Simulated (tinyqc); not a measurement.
Equilibrium and kinetic segregation of a solute to boundaries and growing surfaces. Which input was changed? Computed by tinyqc, a small Python program. Command: `OMP_NUM_THREADS=1 python tinyqc.py 3026990 3026991 out.jsonl segreg which`. One thread of a shared host (Intel(R) Xeon(R) Processor @ 2.30GHz), about 0.05 s of CPU time with the checks.

Inputs (values chosen for the exercise, for a model alloy): segregation energy Q = 0.743 eV; interaction z w (positive attracts) = -0.17 eV; total solute fraction x0 = 0.00044; temperature T = 1300 K; grain size d = 1600 nm; boundary thickness delta = 0.53 nm; atomic volume Omega = 11.3 angstrom^3; clean boundary energy gamma_0 = 0.81 J/m^2; bulk diffusivity D = 2e-20 m^2/s; anneal time t = 580 s; mixing = 0.5.

Isotherm: Fowler-Guggenheim.

Constants: k_B = 8.617333262e-05 eV/K; 1 eV/angstrom^2 = 16.02176634 J/m^2.

Method:
- With theta the solute fraction on boundary sites and x that in the grains, theta/(1 - theta) = [x/(1 - x)] exp[(Q + z w theta)/(k_B T)].
- The coverage theta_inf is that for x = x0. Start at theta = 0; theta(new) = theta + mixing (theta(out) - theta); stop below 1e-10, 80 steps at most.
- Finite grains: boundary sites are the fraction f = 3 delta/d, and x0 = (1 - f) x + f theta; solve both equations for theta; share at boundaries = f theta/x0.
- Gibbs adsorption for this isotherm in a dilute matrix: gamma = gamma_0 + Gam_0 [k_B T ln(1 - theta) + z w theta^2/2], Gam_0 = delta/Omega sites per area.
- McLean kinetics from a uniform start, fed from both sides, with a constant enrichment beta = theta_inf/x0: (theta - x0)/(theta_inf - x0) = 1 - exp(s^2) erfc(s), s = 2 sqrt(D t)/(beta delta); half filling at s = 0.7691, t = (0.7691 beta delta/2)^2/D. D is an input and does not follow T.

Task: One of these inputs alone was changed, within the range given: interaction z w (positive attracts) (-0.34 to -0.085); total solute fraction x0 (0.00022 to 0.00088); grain size d (800 to 3200); boundary thickness delta (0.265 to 1.06). Which one, and to what value?

Results:
```
run     coverage theta  boundary energy gamma (J/m^2)  time to half filling (s)
before       0.1498659                      0.6589736                  421948.0
after        0.1598380                      0.6470678                  421948.0
```

Result:

Each candidate set to reproduce coverage theta, and what it then gives:
```
candidate                                     range searched  value needed  boundary energy gamma (J/m^2)  time to half filling (s)
interaction z w (positive attracts) (eV)     -0.34 to -0.085  out of reach                              -                         -
total solute fraction x0                  0.00022 to 0.00088      4.777e-4                        0.64707                3.9763e+05
grain size d (nm)                                800 to 3200          2100                        0.64707                4.2195e+05
boundary thickness delta (nm)                  0.265 to 1.06        0.4038                        0.68586                2.4494e+05
```

Only grain size d fits every result: it went from 1600 to 2100 nm. The next best candidate, total solute fraction x0, misses one result by 5.8 %.
